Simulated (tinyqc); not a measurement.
Coulomb enhancement above the gap: Wannier exciton and Elliott formula.

Parameters, chosen for this exercise (out of a larger set: near those of ZnSe; not measured data): xs = (0.033, 0.19, 0.43, 2.2, 3.5, 13, 36, 90) ((E - Eg)/Ry*).

Ry* = 20.3537 meV

With x = (E - Eg)/Ry* and y = pi/sqrt(x): S3 = y exp(y)/sinh(y), and S2 = exp(y)/cosh(y). Free-pair absorption goes as sqrt(x) in three dimensions and is constant in two.

Factors:
```
x      E - Eg (meV)  sqrt(x)      S3  S3 sqrt(x)     S2
0.033          0.67    0.182  34.588       6.283  2.000
0.19           3.87    0.436  14.415       6.283  2.000
0.43           8.75    0.656   9.582       6.284  2.000
2.2           44.78    1.483   4.298       6.375  1.971
3.5           71.24    1.871   3.480       6.510  1.933
13           264.60    3.606   2.112       7.617  1.702
36           732.73    6.000   1.613       9.680  1.480
90          1831.83    9.487   1.367      12.973  1.320
```

In three dimensions the product tends to 2 pi = 6.283 at the edge (6.283 in the first row), so the square-root onset becomes a step. Even 1832 meV above the gap the enhancement is 1.37; it decays only as 1 + pi/sqrt(x) = 1.33. In two dimensions it never exceeds 2 and has fallen to 1.32. The last rows lie beyond the range of parabolic bands.

Run: tinyqc, `OMP_NUM_THREADS=1 python tinyqc.py 1281376 1281377 out.jsonl`; Intel(R) Xeon(R) Processor @ 2.30GHz, one thread, shared host; about 0.05 s of CPU time with all checks.
